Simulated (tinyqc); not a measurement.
Worked calculation: Ewald sum of point charges, caesium chloride lattice. Computed by tinyqc, a small Python program that keeps every step. Command: `OMP_NUM_THREADS=1 python tinyqc.py 20346 20347 out.jsonl` (the two numbers bound the seeds that draw the settings). One thread of a shared host (Intel(R) Xeon(R) Processor @ 2.60GHz), about 0.03 s of CPU time with the checks.

## Ewald sum with eta = 0.309 1/bohr

cell vectors (rows) (bohr):
```
           1          2          3
1  10.160000   0.000000   0.000000
2   0.000000  10.160000   0.000000
3   0.000000   0.000000  10.160000
```

Charges:
```
q                f1        f2        f3
2.000000   0.000000  0.000000  0.000000
-2.000000  0.500000  0.500000  0.500000
```

Real space: 1/2 sum q_i q_j erfc(eta r)/r over all images with r > 0; reciprocal space: (2 pi/V) sum_(G != 0) exp(-G^2/4 eta^2)/G^2 |S(G)|^2 with S(G) = sum q exp(i G.r); self term -eta/sqrt(pi) sum q^2; background -pi Q^2/(2 V eta^2), Q the total charge.

Real-space shells (first ones):
```
r (bohr)   pairs  sum (hartree)
8.798818      16      -0.000438
10.160000     12       0.000021
14.368410     24       1.14e-09
16.848454     48              0
17.597636     16              0
```

Reciprocal shells (first ones that count):
```
G^2 (1/bohr^2)  vectors  sum (hartree)
0.382448              6       0.552468
1.147344              8       0.033139
1.912240             24       0.008051
3.442031             30       0.000102
4.206927             24       0.000009
4.971823             24       1.03e-06
6.501615             48       2.86e-08
7.266511             24       1.73e-09
8.031407             48       4.22e-10
```

## The total does not depend on eta

The same sums for other eta.

Totals (hartree per cell):
```
eta            real  reciprocal       self  background        total
0.309000  -0.000417    0.593770  -1.394677    0.000000  -0.80132343
0.443000  -1.28e-07    1.198165  -1.999488    0.000000  -0.80132343
0.656000          0    2.159544  -2.960867    0.000000  -0.80132343
```

shortest distance = 8.798818 bohr

Madelung constant -E d / (formula units |q+ q-|) = 1.762675
